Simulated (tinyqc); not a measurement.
From results back to parameters: Weaire-Thorpe hybrids on a Bethe lattice: gap and dangling bond of an amorphous tetrahedral solid. Four cases, with inputs chosen for the exercise.

Problem. In the Weaire-Thorpe model the two p-like peaks lie at -V2 + V1 and V2 + V1, and the guaranteed gap is 2 V2 - 4 V1. The peak positions come from hidden V1 and V2.

Case 1.

peaks (eV): bonding -2.500, antibonding 6.180

Case 2.

peaks (eV): bonding -2.550, antibonding 6.210

Case 3.

peaks (eV): bonding -2.480, antibonding 6.040

Case 4.

peaks (eV): bonding -8.300, antibonding 12.560

Find: V1, V2; guaranteed gap; lowest possible level -3 V1 - V2.

Solution. The mean of the peaks is V1 and half their distance V2.

Case 1.

V1, V2 (eV): 1.84  4.34

guaranteed gap = 1.32 eV
lowest possible level -3 V1 - V2 = -9.86 eV

Case 2.

V1, V2 (eV): 1.83  4.38

guaranteed gap = 1.44 eV
lowest possible level -3 V1 - V2 = -9.87 eV

Case 3.

V1, V2 (eV): 1.78  4.26

guaranteed gap = 1.40 eV
lowest possible level -3 V1 - V2 = -9.60 eV

Case 4.

V1, V2 (eV): 2.13  10.43

guaranteed gap = 12.34 eV
lowest possible level -3 V1 - V2 = -16.82 eV

Computed by tinyqc, one run a case: `OMP_NUM_THREADS=1 python tinyqc.py N N+1 out.jsonl` with N = 1481190, 1481290, 1481297, 1481323; one thread of a shared Intel(R) Xeon(R) Processor @ 2.30GHz, about 0.04 s a run at most.
